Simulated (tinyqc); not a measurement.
Armchair graphene nanoribbon in tight binding: one step. Transverse modes without edge correction. Five cases, with inputs chosen for the exercise.

Problem. For each p give c, |E| at k = 0, t |1 + 2c|, and |E| at the given k.

An armchair ribbon of N dimer lines, width (N - 1) sqrt3 acc/2, period 3 acc, one pz orbital a site. In line n, A_n binds to B_n with -t exp(ik/3), times (1 + d) in the two edge lines, and to B_(n-1) and B_(n+1) with -t exp(-ik/6); k runs from -pi to pi. For d = 0 the modes across the ribbon are sin(n p pi/(N + 1)), p = 1 to N, with E = -/+ t sqrt(1 + 4 c^2 + 4 c cos(k/2)), c = cos(p pi/(N + 1)).

Case 1.

Values chosen (out of a larger set: near those used for graphene; not measured data):
- t = 2.52 eV (hopping)
- N = 6 (dimer lines)
- k = 1.61 (k times the period 3 acc)

Case 2.

Values chosen (out of a larger set: near those used for graphene; not measured data):
- t = 2.65 eV (hopping)
- N = 3 (dimer lines)
- k = 1.91 (k times the period 3 acc)

Case 3.

Values chosen (out of a larger set: near those used for graphene; not measured data):
- t = 2.96 eV (hopping)
- N = 7 (dimer lines)
- k = 0.56 (k times the period 3 acc)

Case 4.

Values chosen (out of a larger set: near those used for graphene; not measured data):
- t = 2.82 eV (hopping)
- N = 3 (dimer lines)
- k = 2.9 (k times the period 3 acc)

Case 5.

Values chosen (out of a larger set: near those used for graphene; not measured data):
- t = 2.73 eV (hopping)
- N = 7 (dimer lines)
- k = 0.99 (k times the period 3 acc)

Give: Modes.

Solution.

Case 1.

Modes:
```
p        c  |E| at k = 0 (eV)  |E| at k (eV)
1   0.9010             7.0609         6.5447
2   0.6235             5.6624         5.2156
3   0.2225             3.6415         3.3950
4  -0.2225             1.3985         1.9211
5  -0.6235             0.6224         2.2908
6  -0.9010             2.0209         3.3328
```

N = 6 = 3 x 2 + 0. No mode has c = -1/2; the nearest, p = 5, leaves a gap of 1.2448 eV.

Case 2.

Modes:
```
p        c  |E| at k = 0 (eV)  |E| at k (eV)
1   0.7071             6.3977         5.7044
2   0.0000             2.6500         2.6500
3  -0.7071             1.0977         3.0975
```

N = 3 = 3 x 1 + 0. No mode has c = -1/2; the nearest, p = 3, leaves a gap of 2.1953 eV.

Case 3.

Modes:
```
p        c  |E| at k = 0 (eV)  |E| at k (eV)
1   0.9239             8.4294         8.3542
2   0.7071             7.1461         7.0782
3   0.3827             5.2255         5.1753
4   0.0000             2.9600         2.9600
5  -0.3827             0.6945         1.0023
6  -0.7071             1.2261         1.5711
7  -0.9239             2.5094         2.7492
```

N = 7 = 3 x 2 + 1. No mode has c = -1/2; the nearest, p = 5, leaves a gap of 1.3890 eV.

Case 4.

Modes:
```
p        c  |E| at k = 0 (eV)  |E| at k (eV)
1   0.7071             6.8081         5.1544
2   0.0000             2.8200         2.8200
3  -0.7071             1.1681         4.5986
```

N = 3 = 3 x 1 + 0. No mode has c = -1/2; the nearest, p = 3, leaves a gap of 2.3362 eV.

Case 5.

Modes:
```
p        c  |E| at k = 0 (eV)  |E| at k (eV)
1   0.9239             7.7744         7.5588
2   0.7071             6.5908         6.3960
3   0.3827             4.8195         4.6752
4   0.0000             2.7300         2.7300
5  -0.3827             0.6405         1.3340
6  -0.7071             1.1308         1.9517
7  -0.9239             2.3144         2.9432
```

N = 7 = 3 x 2 + 1. No mode has c = -1/2; the nearest, p = 5, leaves a gap of 1.2811 eV.

Computed by tinyqc, one run a case: `OMP_NUM_THREADS=1 python tinyqc.py N N+1 out.jsonl` with N = 1451065, 1451176, 1452721, 1452783, 1452883; one thread of a shared Intel(R) Xeon(R) Processor @ 2.30GHz, about 0.04 s a run at most.
